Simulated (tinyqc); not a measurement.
Koster-Slater impurity in a tight-binding band, by Green functions and by supercells: one step, computed by the program tinyqc.

One orbital per site, e(k) = -2 t sum cos(k_i) over 3 direction(s), band from -6 t to 6 t, lattice constant 1. One site has the extra energy U. Spin is left out.

Task: Scattering. T = U/(1 - U G0); phase shift delta = -arg(1 - U G0) in (-pi, pi]; host density of states -Im G0/pi; on the impurity -Im[G0/(1 - U G0)]/pi; lifetime of a band state hbar/(-2 c Im T).

Inputs (values chosen for the exercise, for a model band): impurity potential U = -7.63 eV; impurity concentration c = 0.0002 per site.

Lattice: simple cubic.

G0(E + i eta) = 0.2369615-0.1964540i 1/eV

Constants: hbar = 6.582119569e-16 eV s.

Give: T matrix; phase shift delta; host density of states; density of states on the impurity; scattering lifetime.

Result:

T matrix = -2.115-1.129i eV

phase shift delta = 0.4903 rad

host density of states = 0.06253 1/eV

density of states on the impurity = 0.006172 1/eV

scattering lifetime = 1458 fs

The Born approximation would take Im T = U^2 Im G0 = -11.4 eV, 10.1 times the full value.
